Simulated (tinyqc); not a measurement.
Grain-boundary trapping model (Seto) of a polycrystalline semiconductor film: one step, computed by the program tinyqc. Command: `OMP_NUM_THREADS=1 python tinyqc.py 3017816 3017817 out.jsonl poly walk`. One thread of a shared host (Intel(R) Xeon(R) Processor @ 2.30GHz), about 0.01 s of CPU time with the checks.

Grains of equal size L are joined by thin boundaries with one trap level. Trapped carriers deplete a width W on each side and raise a barrier, crossed by thermionic emission. Dopants are fully ionised, statistics are non-degenerate and mu_g does not depend on T.

Problem. Barrier. N_c(T) = N_c (T/300 K)^(3/2). Filled traps Q = Q_t/(1 + (1/2) exp((E_t* - E_F)/k_B T)), where E_t* = e V_B - E_t and E_F are counted from the band edge at the grain centre. Partial depletion: Q = 2 N W, V_B = e N W^2/(2 eps eps_0), E_F = k_B T ln(N/N_c); solve for W. If that W would exceed L/2 the grain is fully depleted: W = L/2, Q = N L, and E_F follows from the trap equation. Centre density n_0 = N_c exp(E_F/k_B T).

Inputs (values chosen for the exercise, modelled on polycrystalline silicon):
```
quantity                                     value    unit
permittivity eps                              11.7       -
effective density of states at 300 K, N_c    2e+19  1/cm^3
grain size L                                   130      nm
trap density Q_t                           2.9e+12  1/cm^2
trap level E_t below the band edge            0.31      eV
doping N                                     4e+18  1/cm^3
temperature T                                  200       K
```

Grain interior: neglected.

Constants: k_B = 8.617333262e-05 eV/K; e = 1.602176634e-19 C; eps_0 = 8.8541878128e-12 F/m.

Give: depletion width W; barrier V_B; E_F; centre density n_0.

Solution.

depletion width W = 3.6250 nm

barrier V_B = 0.040646 V

E_F = -0.017256 eV

centre density n_0 = 4.00e+18 1/cm^3

The grain is partly depleted; 100.0 % of the traps are filled, and they hold 5.6 % of the carriers. Caution: E_F is within 2 k_B T of the band edge, so non-degenerate statistics fail, and tunnelling through so thin a barrier adds to the current.
